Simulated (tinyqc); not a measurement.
# Memristor with linear dopant drift, Biolek window: effects of single changes

A film of thickness D has a doped share x: R = Ron x + Roff (1 - x), i = v/R, dx/dt = k i F with k = mv Ron/D^2 and F = 1 - x^(2 p) for i >= 0 and 1 - (x - 1)^(2 p) for i < 0. The drive is v = V0 sin(2 pi f t). The model has no threshold and no heating.

Parameters, values chosen for the exercise:
- Ron = 50 ohm (resistance of the fully doped film)
- Roff = 16000 ohm (resistance of the undoped film)
- D = 5 nm (film thickness)
- mv = 3.2e-14 m^2/(V s) (dopant mobility)
- x0 = 0.27 (doped share at t = 0)
- V0 = 0.9 V (amplitude)
- p = 2 (window exponent)
- f = 11 Hz (frequency)

Each table varies one quantity; the others keep the values above.

## Effect of the doped share at t = 0 on the first half period

The equation is integrated to convergence over the first half period; the lobe area is the integral of i dv, down branch less up branch.

Results:
```
x0    x at half period  R0/R(half period)  peak i (uA)  lobe area (uW)
0.02            0.1328              1.130        60.89           2.222
0.07            0.1896              1.147        64.61           2.655
0.12            0.2473              1.168        68.86           3.211
0.22            0.3660              1.229        79.49           4.904
0.27            0.4271              1.273        86.28           6.218
```

Estimate the missing row, x0 = 0.17.

Computed row:
```
x0    x at half period  R0/R(half period)  peak i (uA)  lobe area (uW)
0.17            0.3061              1.195        73.76           3.937
```

With this row back in the table: As x0 goes from 0.02 to 0.27, x at half period rises from 0.133 to 0.427, the resistance ratio rises from 1.13 to 1.27 and the lobe area rises from 2.22 to 6.22 uW.

## Effect of the frequency on the first half period

Same model as above.

Effect of the frequency on the first half period:
```
f (Hz)  x at half period  R0/R(half period)  peak i (uA)  lobe area (uW)
11                0.4271              1.273        86.28           6.218
19                0.3568              1.134        81.83           3.092
32                0.3204              1.074        79.71           1.701
53                0.3000              1.043        78.57          0.9848
91                0.2873              1.024        77.89          0.5590
150               0.2805              1.014        77.52          0.3344
260               0.2760              1.008        77.28          0.1912
440               0.2736              1.005        77.15          0.1124
```

As f goes from 11 to 440 Hz, x at half period falls from 0.427 to 0.274, the resistance ratio falls from 1.27 to 1.00 and the lobe area falls from 6.22 to 0.112 uW. Between the last two rows the area goes as f^(-1.01): at high frequency too little charge passes, and the loop closes to the line of a fixed resistor.

Program tinyqc, `OMP_NUM_THREADS=1 python tinyqc.py 2880029 2880030 out.jsonl`; Intel Xeon 2.30GHz, shared host, one thread, about 0.1 s.
